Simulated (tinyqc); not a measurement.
Rutherford backscattering from a thin compound film on silicon: kinematics, yields, composition and thickness: one step, computed by the program tinyqc.

Singly charged helium ions (Z1 = 2, M1 = 4.0026 u) enter at the tilt angle a1 to the normal and leave at a2 = |180 - theta - tilt| in the same plane. The film is A B_x.

Task: Peak widths (surface approximation). Stopping per atom eps(E) = eps(2 MeV) (E/2 MeV)^(-0.4) (a law chosen for the exercise); Bragg rule eps_film = (eps_A + x eps_B)/(1 + x); areal density N d, with 1/nm^2 = 0.1 x 1e15/cm^2. Width of the signal of element i: [K_i eps(E0)/cos a1 + eps(K_i E0)/cos a2] N d; depth resolution = resolution x d/width of A; energy lost on the way in = eps(E0) N d/cos a1.

Inputs (values chosen for the exercise, modelled on a helium beam on WSi2):
```
quantity,value,unit
beam energy E0,2,MeV
scattering angle theta,165,degrees
tilt of the sample,0,degrees
heavy element: stopping eps_A at 2 MeV,112,1e-15 eV cm^2
light element: mass M_B,28.09,u
light element: stopping eps_B at 2 MeV,47.2,1e-15 eV cm^2
"atoms of B per atom of A, x",2.25,-
atomic density of the film,73.5,1/nm^3
film thickness d,96,nm
detector resolution (FWHM),14,keV
```

kinematic factors: A 0.9179270, B 0.5688382, Si 0.5688382

Give: areal density N d; film stopping at E0; widths; depth resolution; energy lost on the way in.

Result:

areal density N d = 705.6 1e15 atoms/cm^2

film stopping at E0 = 67.14 1e-15 eV cm^2

widths (keV): A 94.24, B 88.41

depth resolution = 14.26 nm

energy lost on the way in = 47.37 keV

The signal of A spans 6.7 resolution widths, so its width measures the thickness. Caution: the silicon signal of the film merges with that of the substrate, so only the width of A can be read directly.
